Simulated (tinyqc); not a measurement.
# All-pass ring resonator: effect of the power coupling

A ring of length L = 2 pi Rr coupled to one bus waveguide: round-trip amplitude a = 10^(-al L/20), self-coupling t = sqrt(1 - k2). At detuning d from the resonance the round-trip phase is p = 2 pi d/FSR and the transmission T = (a^2 - 2 a t cos p + t^2)/(1 - 2 a t cos p + a^2 t^2). Lossless coupler, linear absorption only.

FSR = lam^2/(ng L), finesse F = pi sqrt(a t)/(1 - a t), FWHM = FSR/F, Q = lam/FWHM, Tmin = (a - t)^2/(1 - a t)^2, power build-up k2 a^2/(1 - a t)^2, optical bandwidth c/(lam Q).

Parameters, values chosen for the exercise; values close to those of silicon waveguides: cold resonance wavelength lam = 1310 nm; ring radius Rr = 10 um; group index ng = 4.34; propagation loss al = 50 dB/cm.

Constants: c = 299792458 m/s. Results are converted to the units shown.

The same in every row: a = 0.9645.

Results:
```
k2	t	Q	Tmin	build-up	bandwidth (GHz)
0.0087	0.9956	1.613e4	0.6153	5.128	14.19
0.015	0.9925	1.495e4	0.4281	7.623	15.30
0.043	0.9783	1.125e4	0.05957	12.54	20.35
0.074	0.9623	8763	9.266e-4	13.32	26.12
0.13	0.9327	6178	0.09995	12.00	37.04
0.22	0.8832	4073	0.3010	9.318	56.19
0.37	0.7937	2440	0.5303	6.261	93.78
0.63	0.6083	1212	0.7427	3.430	188.8
```

Estimate the missing row, k2 = 0.025.

Computed row:
```
k2	t	Q	Tmin	build-up	bandwidth (GHz)
0.025	0.9874	1.339e4	0.2318	10.24	17.09
```

With this row back in the table: As k2 goes from 0.0087 to 0.63, Q falls from 16100 to 1210, Tmin goes from 0.615 through a minimum of 9.27e-4 (at k2 = 0.074 among the rows listed) to 0.743 and the build-up goes from 5.13 through a maximum of 13.3 (at k2 = 0.074 among the rows listed) to 3.43. The ring is overcoupled (t < a) in 5 of the 9 rows; the dip is deepest where t and a cross.

Program tinyqc, `OMP_NUM_THREADS=1 python tinyqc.py 2650133 2650134 out.jsonl`; Intel Xeon 2.30GHz, shared host, one thread, about 0.02 s.
